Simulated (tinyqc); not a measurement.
Worked calculation: extended Hueckel theory, for BeH2. One step of it, computed by the program tinyqc.

Problem. Mulliken analysis. P = C n C^T; charge = valence electrons (Be 2, H 1) minus the sum of (P S)_ii on the atom; overlap population = 2 sum P_ij S_ij between two atoms.

coefficients:
```
              MO1        MO2       MO3       MO4        MO5        MO6
1Be 2s   0.321962   0.000000  0.000000  0.000000   1.249185   0.000000
1Be 2px  0.000000   0.000000  0.000000  1.000000   0.000000   0.000000
1Be 2py  0.000000   0.113327  0.000000  0.000000   0.000000   1.594064
1Be 2pz  0.000000   0.000000  1.000000  0.000000   0.000000   0.000000
2H 1s    0.532792   0.652921  0.000000  0.000000  -0.723471  -0.943971
3H 1s    0.532792  -0.652921  0.000000  0.000000  -0.723471   0.943971
```

occupations: 2.000000  2.000000  0.000000  0.000000  0.000000  0.000000

overlap S, lower triangle:
```
           1Be 2s   1Be 2px    1Be 2py   1Be 2pz     2H 1s     3H 1s
1Be 2s   1.000000
1Be 2px  0.000000  1.000000
1Be 2py  0.000000  0.000000   1.000000
1Be 2pz  0.000000  0.000000   0.000000  1.000000
2H 1s    0.453506  0.000000   0.543028  0.000000  1.000000
3H 1s    0.453506  0.000000  -0.543028  0.000000  0.030701  1.000000
```

Give: charges; Overlap populations.

Solution.

charges: 1Be 1.2951, 2H -0.6475, 3H -0.6475

Overlap populations:
```
pair      value
2-1    0.471897
3-1    0.471897
3-2   -0.017492
```
